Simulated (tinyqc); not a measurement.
Inside a calculation. Model: junctionless gate-all-around wire, depletion approximation.

tinyqc, about 0.01 s, one thread, Intel Xeon 2.30GHz (shared host): `OMP_NUM_THREADS=1 python tinyqc.py 2460067 2460068 out.jsonl` Printed values are rounded.

A uniformly doped n-type wire of radius R under a surrounding gate; long channel. Below flat band a shell from radius rc to R is fully depleted and the neutral core, at channel potential V (0 at the source, Vd at the drain), carries the current with constant mobility; s = (rc/R)^2 is the share of the cross-section that conducts. The edge of the depleted shell is taken as abrupt, so there is no subthreshold current.

Values chosen for this exercise; material values close to those of gallium arsenide: relative permittivity of the semiconductor eps_r = 12.9; relative permittivity of the gate insulator eox = 3.9; insulator thickness tox = 4 nm; wire radius R = 15 nm; donor density Nd = 3.6e18 cm^-3; flat-band voltage Vfb = 1.15 V; effective mobility in the wire mu = 43 cm^2/(V s); gate length L = 1 um; gate voltage Vg = 0.64 V; drain voltage Vd = 0.05 V.

Constants: q = 1.602176634e-19 C, eps0 = 8.8541878128e-14 F/cm where lengths are in cm. Results are converted to the units shown.

## Voltages that deplete the wire

Cox = eps0 eox/(R ln(1 + tox/R)); A = q Nd R^2/(4 eps0 eps_r); B = q Nd R/(2 Cox); VT = Vfb - A - B.

Cox = 0.9738571 uF/cm^2
A = 0.2840514 V
B = 0.4442004 V
VT = 0.4217482 V

Of the 0.728 V needed, 61.0 % drops over the insulator. The device is normally off.

## Iteration 1: conducting share at the source by Newton steps

s at the start = 0.05

With V = 0: f = A (1 - s + s ln s) + B (1 - s) - (Vfb - Vg); f' = A ln s - B; s(new) = s - f/f'.

f = 0.1392921 V
f' = -1.295142 V
s after iteration 1 = 0.1575497

## Iteration 2: conducting share at the source by Newton steps

As before.

f = 0.02081326 V
f' = -0.9691316 V
s after iteration 2 = 0.1790259

## Course of the iteration: conducting share at the source by Newton steps

Stop when s changes by less than 1e-11, or after 30 iterations. s must stay positive.

Course of the iteration:
```
iteration          s  |change|
1          0.1575497     0.108
2          0.1790259    0.0215
3          0.1794526   4.27e-4
4          0.1794528   1.55e-7
5          0.1794528  2.04e-14
```

Converged in 5 iterations. At the end the number of correct digits about doubles with each step.

## Core radius, conductance and current

s0 = 0.1794528
sL = 0.1282844

s solves Vfb - Vg + V = A (1 - s + s ln s) + B (1 - s), and s = 0 where the left side exceeds A + B. I = (q mu Nd pi R^2/L)[g(s0) - g(sL)], g = A (s^2/4 - (s^2/2) ln s) + B s^2/2, with s0 at V = 0 and sL at V = Vd. rc = R sqrt(s0); the small-signal conductance at Vd = 0 is q mu Nd pi R^2 s0/L.

rc at the source = 6.354280 nm
conductance = 0.3146037 uS
I = 0.01345124 uA
